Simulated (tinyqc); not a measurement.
Inside a calculation. Model: ellipsometry and reflectance of a transparent film on an absorbing substrate.

Computed by the program tinyqc: `OMP_NUM_THREADS=1 python tinyqc.py 2870139 2870140 out.jsonl`, one thread of a shared Intel Xeon 2.30GHz, about 0.4 s for the whole run. Printed values are rounded.

Air (index 1), film, substrate with N2 = n2 - i k2; time factor exp(+i w t). q_j = sqrt(N_j^2 - sin^2 th), root with positive real part. Fresnel coefficients r_s = (q_a - q_b)/(q_a + q_b), r_p = (N_b^2 q_a - N_a^2 q_b)/(N_b^2 q_a + N_a^2 q_b). tan(Psi) exp(i Delta) = R_p/R_s, Delta taken from 0 to 360 degrees.

Values chosen for this exercise; indices close to those of silicon dioxide on silicon:

| symbol | value | unit | meaning |
|---|---|---|---|
| lam | 405 | nm | wavelength |
| th | 70 | degrees | angle of incidence |
| n1 | 1.466 |  | index of the transparent film |
| d | 48 | nm | film thickness |
| n2 | 5.42 |  | index of the substrate |
| k2 | 0.329 |  | extinction coefficient of the substrate |

## Interface coefficients and thickness period

q0, q1, q2 and the coefficients r01 and r12 for p and s; the results repeat in d with the period lam/(2 q1).

q0 = 0.342020
q1 = 1.12523
q2 = 5.33823-0.33404i
r01,p = -0.209738
r01,s = -0.533793
r12,p = 0.485675-0.022461i
r12,s = -0.652747+0.017946i
period = 179.964 nm

## Psi, Delta and reflectances

beta = 2 pi d q1/lam, X = exp(-2 i beta), R = (r01 + r12 X)/(1 + r01 r12 X) for p and s.

beta = 0.837926 rad
X = -0.104863-0.994487i
R_p = -0.322540-0.441345i
R_s = -0.631958+0.449633i
Psi = 35.1764 degrees
Delta = 89.2718 degrees
|R_p|^2 = 0.298817
|R_s|^2 = 0.601541

The bare substrate gives Psi = 19.30 and Delta = 175.51 degrees.
